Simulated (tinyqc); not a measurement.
Electron counts at which the sphere reaches the zone: Brillouin zone and empty-lattice bands of the fcc structure.

Primitive vectors a (0,1/2,1/2), a (1/2,0,1/2), a (1/2,1/2,0); one atom. Reciprocal vectors obey a_i.b_j = 2 pi delta_ij; k is given in units of 2 pi/a. Empty-lattice levels are c0 (2 pi/a)^2 |k + G|^2, c0 = hbar^2/2m0. Points: X = (1, 0, 0), L = (0.5, 0.5, 0.5), K = (0.75, 0.75, 0), W = (1, 0.5, 0), U = (1, 0.25, 0.25).

Constants: hbar^2/2m0 = 3.80998211 eV angstrom^2.

Inputs chosen for the exercise (out of a larger set: lattice near that of Au; not measured data): a = 4.116 angstrom (lattice constant).

Z = V kF^3/(3 pi^2), V the volume of the primitive cell, with kF = |k| of each point.

Results:
```
point  |k| (2 pi/a)  Z per atom  EF there (eV)
X            1.0000       2.094          8.878
L            0.8660       1.360          6.659
K            1.0607       2.499          9.988
W            1.1180       2.927         11.098
U            1.0607       2.499          9.988
```

The sphere first touches the zone at L, for Z = 1.360, and covers it at W, for Z = 2.927, while the zone itself holds 2 electrons per atom. These counts do not depend on a. First contact at 1.36 (fcc) and 1.48 (bcc) is the free-electron argument for the Hume-Rothery limits of brasses.

Run: tinyqc, `OMP_NUM_THREADS=1 python tinyqc.py 1850084 1850085 out.jsonl`; Intel(R) Xeon(R) Processor @ 2.30GHz, one thread, shared host; about 0.02 s of CPU time with all checks.
